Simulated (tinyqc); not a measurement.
# From <m> back to temperature T

Model: q-state Potts model on a small periodic square lattice: enumeration, Metropolis, heat-bath and Wolff steps. Computed by tinyqc, a small Python program. Command: `OMP_NUM_THREADS=1 python tinyqc.py 3110669 3110670 out.jsonl potts inv`. One thread of a shared host (Intel(R) Xeon(R) Processor @ 2.30GHz), about 0.01 s of CPU time with the checks.

E = -J x (number of nearest-neighbour bonds with equal states); n x n sites with periodic edges have 2 n^2 bonds. Order parameter m = (q f - 1)/(q - 1), f being the largest share of one state. Sites are numbered row by row from 0. Here q = 3 and n = 3.

Inputs (values chosen for the exercise, for a model of domains or grain orientations): number of states q = 3; edge n = 3; coupling J = 67 meV.

Constants: k_B = 8.617333262e-05 eV/K.

Method:
- K = J/(k_B T); the infinite square lattice orders at K_c = ln(1 + sqrt(q)); Wolff bond probability p = 1 - exp(-K).
- All q^(n^2) states are counted by their number b of equal bonds; weights g(b) exp(K b), K = J/(k_B T). Per site: u = -J <b>/n^2, c/k_B = K^2 (<b^2> - <b>^2)/n^2.
- The same sums with m: <m> and the Binder ratio U = 1 - <m^4>/(3 <m^2>^2).

Task: A run gave the result below. Find the temperature T, known to lie between 500 and 1300 K.

<m> = 0.7110267

Result:

Each step takes the trial c = (a f_b - b f_a)/(f_b - f_a), f being the result less the target and a, b, c the logarithms of the listed values; c replaces end b, the old b replaces a if the sign of f changed, and otherwise f_a is halved.

Scan of the range:

| temperature T (K) | <m> |
|---|---|
| 500 | 0.991767 |
| 586 | 0.975015 |
| 688 | 0.931406 |
| 806 | 0.843755 |
| 945 | 0.718092 |
| 1110 | 0.593120 |
| 1300 | 0.499532 |

False position (Illinois rule, in the logarithm of the input) inside the bracket:

| step | end a | end b | trial | <m> |
|---|---|---|---|---|
| 1 | 945.000 | 1110.00 | 953.637 | 0.710561 |
| 2 | 945.000 | 953.64 | 952.627 | 0.711437 |
| 3 | 953.637 | 952.63 | 953.100 | 0.711027 |
| 4 | 952.627 | 953.10 | 953.100 | 0.711027 |

<m> falls at every point of a 13-point scan of the range (every second point is shown), so one value fits; it is bracketed by 945 and 1110. Answer: temperature T = 953.1 K.
